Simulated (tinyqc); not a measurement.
Leaving out one process at a time: Debye-Callaway model of lattice thermal conductivity. Computed by tinyqc, a small Python program. Command: `OMP_NUM_THREADS=1 python tinyqc.py 3030233 3030234 out.jsonl callaway walk`. One thread of a shared host (Intel(R) Xeon(R) Processor @ 2.30GHz), about 0.01 s of CPU time with the checks.

Three acoustic branches with one velocity v, cut at omega_D = k_B Theta/hbar; x = hbar omega/(k_B T). v and Theta are separate inputs: Theta cuts off the heat-carrying modes, so C need not reach 3 k_B/V. gamma is an effective value that sets the umklapp rate. Heat flows along the wire.

Inputs (values chosen for the exercise, modelled on germanium):

| quantity | value | unit |
|---|---|---|
| sound velocity v | 3750 | m/s |
| Debye temperature Theta | 367 | K |
| volume per atom V | 22.6 | angstrom^3 |
| mean atomic mass M | 72.63 | u |
| effective Grueneisen parameter gamma | 2.06 | - |
| umklapp exponent divisor b | 2 | - |
| vacancy fraction n_v | 0.0022 | - |
| wire diameter D | 0.49 | micrometre |
| specularity p | 0.8 | - |
| temperature T | 600 | K |

Sample: wire. Point defects: vacancies. Normal processes: left out.

Constants: k_B = 1.380649e-23 J/K; hbar = 1.054571817e-34 J s; u = 1.6605390666e-27 kg.

Method:
- A vacancy counts as a mass defect Delta M/M = -3 (the missing mass and twice its bonds), so Gamma = 9 n_v. A = V Gamma/(4 pi v^3).
- Rates: point defects A omega^4; umklapp B omega^2 T exp(-Theta/(b T)) with B = hbar gamma^2/(M v^2 Theta). Boundaries: v/Lambda_B with Lambda_B = D (1 + p)/(1 - p).
- kappa_1 = c int tau_C g dx, g = x^4 e^x/(e^x - 1)^2, c = (k_B/(2 pi^2 v)) (k_B T/hbar)^3, over 0 < x < min(Theta/T, 40), by 96 Gauss-Legendre points in s with x = x_max s^2; tau_C = tau_R, the inverse of the summed rates, and kappa = kappa_1.

Rayleigh coefficient A = 6.75258e-43 s^3

Conductivity at T:

| case | kappa (W/(m K)) | ratio to all |
|---|---|---|
| all processes | 13.160 | 1 |
| without point defects | 26.442 | 2.0092 |
| without boundaries | 14.517 | 1.1031 |
| without umklapp | 45.600 | 3.4650 |

What does the comparison show, and why?

Removing umklapp raises kappa most, by a factor 3.46; removing boundaries gives only 1.10.
